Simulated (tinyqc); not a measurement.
Pair of shallow donors (hydrogen-like orbitals): one step. Detuning by a gate. Four cases, with inputs chosen for the exercise.

Question. Two-level picture for one electron: with detuning u = dV D the splitting is sqrt(D^2 + u^2) and the lower state has weight (1 + u/sqrt(D^2 + u^2))/2 on the lower donor; the field needed is u/(e R), 1 meV/angstrom = 100 kV/cm.

Give: splitting; weight; field.

Case 1.

Values chosen (out of a larger set: near those of two donors in Si; not measured data): dV = 0.37 D (detuning between the donors, in units of D).

D = 2.55910 meV
R = 81.6458 angstrom

Answer.

splitting = 2.729 meV
weight = 0.674
field = 1.16 kV/cm

Case 2.

Values chosen (out of a larger set: near those of two donors in Si; not measured data): dV = 0.7 D (detuning between the donors, in units of D).

D = 5.52937 meV
R = 72.9656 angstrom

Answer.

splitting = 6.749 meV
weight = 0.787
field = 5.30 kV/cm

Case 3.

Values chosen (out of a larger set: near those of two donors in Si; not measured data): dV = 0.44 D (detuning between the donors, in units of D).

D = 1.21347 meV
R = 66.5575 angstrom

Answer.

splitting = 1.326 meV
weight = 0.701
field = 0.802 kV/cm

Case 4.

Values chosen (out of a larger set: near those of two donors in Si; not measured data): dV = 0.52 D (detuning between the donors, in units of D).

D = 3.89997 meV
R = 81.6458 angstrom

Answer.

splitting = 4.396 meV
weight = 0.731
field = 2.48 kV/cm

Computed by tinyqc, one run a case: `OMP_NUM_THREADS=1 python tinyqc.py N N+1 out.jsonl` with N = 1250074, 1250584, 1250747, 1251048; one thread of a shared Intel(R) Xeon(R) Processor @ 2.30GHz, about 0.01 s a run at most.
